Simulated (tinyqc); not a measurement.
Band folding and unfolding in a supercell of a chain: one step. Folded levels and Fourier components.

A chain with hopping -t and n = 5 sites a supercell. H(K) has v_j on the diagonal, -t between neighbours and -t exp(2 pi i K) on the bond that closes the cell (from the last site to the first of the next cell). The point K holds the n wave vectors k_m = (K + m)/n of the primitive zone, in 2 pi/a, m = 0 to n - 1, with E0 = -2t cos(2 pi k_m). The unfolding weight of a state c on k_m is |sum_j c_j exp(-2 pi i k_m j)|^2/n, j = 0 to n - 1.

Values chosen for the exercise: t = 1.44 eV (hopping); v = (0.302, 0.093, -0.245, -0.245, 0.093) eV (site energies in the supercell); Kq = 0.42 2 pi/(n a) (wave vector in the small zone).

Question. List k_m and E0; V_q = (1/n) sum_j v_j exp(-2 pi i q j/n) couples k_m to k_(m+q).

Give: Folded band; V_0, V_1, ....

Answer.

Folded band:

| m | k_m (2 pi/a) | E0 (eV) |
|---|---|---|
| 0 | 0.0840 | -2.4881 |
| 1 | 0.2840 | 0.6106 |
| 2 | 0.4840 | 2.8655 |
| 3 | 0.6840 | 1.1604 |
| 4 | 0.8840 | -2.1483 |

V_0, V_1, ... (eV): -0.0004  0.1512  0.0000

Program tinyqc; command `OMP_NUM_THREADS=1 python tinyqc.py 1452588 1452589 out.jsonl`; about 0.01 s on one thread of a shared Intel(R) Xeon(R) Processor @ 2.30GHz.
